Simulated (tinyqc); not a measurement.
Equilibrium and kinetic segregation of a solute to boundaries and growing surfaces: one step, computed by the program tinyqc.

Problem. Depletion of small grains. With theta the solute fraction on boundary sites and x that in the grains, theta/(1 - theta) = [x/(1 - x)] exp[(Q + z w theta)/(k_B T)]. Finite grains: boundary sites are the fraction f = 3 delta/d, and x0 = (1 - f) x + f theta; solve both equations for theta; share at boundaries = f theta/x0.

Inputs (values chosen for the exercise, modelled on a solute in a copper line):
```
quantity                              value  unit
segregation energy Q                  0.503    eV
interaction z w (positive attracts)   -0.38    eV
total solute fraction x0             0.0065     -
temperature T                           925     K
grain size d                             89    nm
boundary thickness delta               0.73    nm
```

Isotherm: Fowler-Guggenheim.

Constants: k_B = 8.617333262e-05 eV/K.

Give: site fraction f; coverage theta; fraction x left in the grains; share of solute at boundaries; enrichment theta/x.

Solution.

site fraction f = 0.02461

coverage theta = 0.2113

fraction x left in the grains = 0.001332

share of solute at boundaries = 80.01 %

enrichment theta/x = 158.6
